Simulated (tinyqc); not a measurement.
RHF in the sto-3g basis, for H2, spin multiplicity 1, step by step. One step of it, computed by the program tinyqc.

Task: Iteration 1: building the Fock matrix. J_ij = sum D_kl (ij|kl), K_ij = sum D_kl (ik|jl); F = H + J - 0.5 K; E = tr D H + tr D J / 2 - 0.25 tr D K + E_nn.

D at the start:
```
           1H 1s      2H 1s
1H 1s   2.816900  -1.187884
2H 1s  -1.187884   0.500930
```

core Hamiltonian H = T + V (hartree):
```
           1H 1s      2H 1s
1H 1s  -1.025734  -0.777848
2H 1s  -0.777848  -1.025734
```

Two-electron integrals (ij|kl) in chemists' order, unique and non-zero (hartree):
```
(11|11) 0.774606   (21|11) 0.355881   (21|21) 0.201882   (22|11) 0.510398
(22|21) 0.355881   (22|22) 0.774606
```

nuclear repulsion = 0.58537302 hartree

Give: Coulomb J; exchange K; Fock matrix F; total energy of this density.

Result:

Coulomb J (hartree):
```
       1H 1s  2H 1s
1H 1s  1.592  0.701
2H 1s  0.701  0.980
```

exchange K (hartree):
```
       1H 1s  2H 1s
1H 1s  1.438  0.335
2H 1s  0.335  0.111
```

Fock matrix F (hartree):
```
        1H 1s   2H 1s
1H 1s  -0.152  -0.244
2H 1s  -0.244  -0.101
```

total energy of this density = -0.14227 hartree
